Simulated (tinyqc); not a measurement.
Straight dislocations in isotropic elasticity: fields, energies, partials, Peierls stress and walls: one step, computed by the program tinyqc.

The line runs along z, the glide plane is y = 0, and beta is the angle between b and the line (0 screw, 90 degrees edge): b_e = b sin(beta) along +x with the extra half plane at y > 0, b_s = b cos(beta). Stress is positive in tension.

Problem. Line energy and line tension. Energy factor K = G [cos^2(beta) + sin^2(beta)/(1 - nu)]. E = K b^2/(4 pi) ln(R/r0) with R = 1/(2 sqrt(rho)); tension T = E + d^2E/d(beta)^2 = G b^2 [1 + nu - 3 nu sin^2(beta)]/(4 pi (1 - nu)) ln(R/r0). The core energy is taken into r0.

Inputs (values chosen for the exercise, modelled on nickel):
```
quantity                   value      unit
shear modulus G               77       GPa
Poisson ratio nu           0.306         -
Burgers vector b           2.492  angstrom
dislocation density rho  1.8e+12     1/m^2
core radius r0/b               2         -
```

Character: 30-degree.

Constants: 1 eV/angstrom^3 = 160.2176634 GPa.

Give: energy factor K; ln(R/r0); line energy E; line tension T; stored energy rho E.

Solution.

energy factor K = 85.488 GPa

ln(R/r0) = 6.6171

line energy E = 17.448 eV/nm

line tension T = 24.377 eV/nm

stored energy rho E = 5.0319 kJ/m^3

T/E = 1.40: bowing turns parts of the line towards the costlier edge character, so it is stiff.
